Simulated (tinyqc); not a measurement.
# From ratio D2/D0 back to binding energy E_b (positive for attraction)

Model: five-frequency model of solute diffusion by vacancies in an fcc metal. Computed by tinyqc, a small Python program. Command: `OMP_NUM_THREADS=1 python tinyqc.py 3004789 3004790 out.jsonl fivefreq inv`. One thread of a shared host (Intel(R) Xeon(R) Processor @ 2.30GHz), about 0.01 s of CPU time with the checks.

A vacancy next to the solute exchanges with it (w2), jumps to one of 4 sites that also neighbour the solute (w1) or to one of 7 that do not (w3); w4 is the reverse of w3 and w0 the host jump.

Inputs (values chosen for the exercise, for a model solute in a host close to copper): barrier E0 (host jump) = 0.756 eV; barrier E1 (vacancy circles the solute) = 0.677 eV; barrier E2 (exchange) = 0.93 eV; barrier E3 (dissociation) = 0.818 eV; vacancy formation energy E_f = 1.26 eV; formation entropy S_f = 1.8 k_B; attempt frequency nu = 3.1 THz; lattice constant a = 3.61 angstrom; temperature T = 811 K.

Constants: k_B = 8.617333262e-05 eV/K.

Method:
- w_i = nu exp(-E_i/(k_B T)); detailed balance gives E4 = E3 - E_b.
- Manning: with y = w4/w0, 7F = 7 - (10 y^4 + 180.5 y^3 + 927 y^2 + 1341 y)/(2 y^4 + 40.2 y^3 + 254 y^2 + 597 y + 436); f2 = (2 w1 + 7F w3)/(2 w2 + 2 w1 + 7F w3).
- The mean cosine between successive solute jumps follows from f2 = (1 + c)/(1 - c).
- c_v = exp(S_f - E_f/(k_B T)); host D0 = a^2 c_v w0 x 0.7815; solute D2 = a^2 c_v exp(E_b/(k_B T)) w2 f2; 1 angstrom^2 = 1e-16 cm^2.

Task: A run gave the result below. Find the binding energy E_b (positive for attraction), known to lie between 0.037 and 0.065 eV.

ratio D2/D0 = 0.1955185

Result:

Each step takes the trial c = (a f_b - b f_a)/(f_b - f_a), f being the result less the target and a, b, c the logarithms of the listed values; c replaces end b, the old b replaces a if the sign of f changed, and otherwise f_a is halved.

Scan of the range:
```
binding energy E_b (positive for attraction) (eV)  ratio D2/D0
0.0370                                                0.176724
0.0406                                                0.186057
0.0446                                                0.197005
0.0490                                                0.209794
0.0539                                                0.225015
0.0592                                                0.242724
0.0650                                                0.263704
```

False position (Illinois rule, in the logarithm of the input) inside the bracket:
```
step      end a      end b      trial  ratio D2/D0
1     0.0406000  0.0446000  0.0440344     0.195419
2     0.0446000  0.0440344  0.0440696     0.195518
3     0.0446000  0.0440696  0.0440703     0.195519
4     0.0440696  0.0440703  0.0440700     0.195518
```

Ratio D2/D0 rises at every point of a 13-point scan of the range (every second point is shown), so one value fits; it is bracketed by 0.0406 and 0.0446. Answer: binding energy E_b (positive for attraction) = 0.04407 eV.
